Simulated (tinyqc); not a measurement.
Grain-boundary diffusion: Harrison regimes, Fisher and Le Claire analysis, Hart average. Inputs raised by 2 %, one at a time. Computed by tinyqc, a small Python program. Command: `OMP_NUM_THREADS=1 python tinyqc.py 3000405 3000406 out.jsonl gbdiff sens`. One thread of a shared host (Intel(R) Xeon(R) Processor @ 2.30GHz), about 0.01 s of CPU time with the checks.

A boundary is a slab of width delta with diffusivity D_b, normal to a surface held at constant concentration; it leaks into grains of diffusivity D.

Inputs (values chosen for the exercise, for a model polycrystal):
```
quantity,value,unit
lattice prefactor D0,1.3e-05,m^2/s
lattice activation energy E,3.85,eV
boundary prefactor D0b,4.8e-05,m^2/s
boundary activation energy E_b,1.99,eV
boundary width delta,0.65,nm
segregation factor s,1,-
grain size d,2.5,um
temperature T,1870,K
time t,200000,s
```

Constants: k_B = 8.617333262e-05 eV/K.

Method:
- D = D0 exp(-E/(k_B T)), D_b = D0b exp(-E_b/(k_B T)).
- Triple product P = s delta D_b.
- Hart average for parallel slabs: f = delta/d, D_eff = (s f D_b + (1 - f) D)/(1 - f + s f); share of the boundaries = s f D_b/(s f D_b + (1 - f) D); depth sqrt(D_eff t).
- Fisher: the mean concentration falls as exp(-y/y_F), y_F = sqrt(P) (pi t/(4 D))^(1/4), with the boundary equation P d2c/dy2 = 2 c sqrt(D/(pi t)). Le Claire (from the Whipple solution): ln c falls as -(y/y_L)^(6/5) with P = 1.322 sqrt(D/t) y_L^2.

Runs:
```
input moved,from,to,Le Claire depth y_L (um),D_eff (m^2/s),share of the boundaries,depth sqrt(D_eff t) (um)
base run,-,-,44.223,5.4626e-14,0.98999,104.52
lattice prefactor D0 (m^2/s),1.3e-05,1.326e-05,44.004,5.4637e-14,0.98979,104.53
boundary prefactor D0b (m^2/s),4.8e-05,4.896e-05,44.663,5.5707e-14,0.99018,105.55
boundary activation energy E_b (eV),1.99,2.0298,39.085,4.2791e-14,0.98722,92.51
boundary width delta (nm),0.65,0.663,44.663,5.5707e-14,0.99018,105.55
grain size d (um),2.5,2.55,44.223,5.3565e-14,0.98979,103.50
temperature T (K),1870,1907.4,44.398,6.9769e-14,0.98748,118.13
time t (s),200000,204000,44.442,5.4626e-14,0.98999,105.56
```

Exponents ln(y'/y) / ln(x'/x):
```
input,Le Claire depth y_L,D_eff,share of the boundaries,depth sqrt(D_eff t)
lattice prefactor D0,-0.250,0.010,-0.010,0.005
boundary prefactor D0b,0.500,0.990,0.010,0.495
boundary activation energy E_b,-6.236,-12.331,-0.141,-6.165
boundary width delta,0.500,0.990,0.010,0.495
grain size d,0.000,-0.990,-0.010,-0.495
temperature T,0.200,12.356,-0.128,6.178
time t,0.250,0.000,0.000,0.500
```

Which inputs matter most for each result?

Among the inputs moved here: Le Claire depth y_L answers most in size to boundary activation energy E_b (exponent -6.236), next to boundary prefactor D0b (+0.500); its exponent is below 0.0005 for grain size d. Its exponent -0.250 in lattice prefactor D0: faster lattice diffusion drains the boundary. Its exponent +0.500 in boundary prefactor D0b: the depth goes as sqrt(P). D_eff answers most in size to temperature T (exponent +12.356), and about equally to boundary activation energy E_b (-12.331); its exponent is below 0.0005 for time t. Its exponent -0.990 in grain size d: boundaries carry the flux, in proportion to their number. Share of the boundaries answers most in size to boundary activation energy E_b (exponent -0.141), next to temperature T (-0.128); its exponent is below 0.0005 for time t. Depth sqrt(D_eff t) answers most in size to temperature T (exponent +6.178), and about equally to boundary activation energy E_b (-6.165). Its exponent +0.500 in time t: ordinary diffusion.

Caution (all rows): the Fisher and Le Claire forms need regime B with beta above 10.
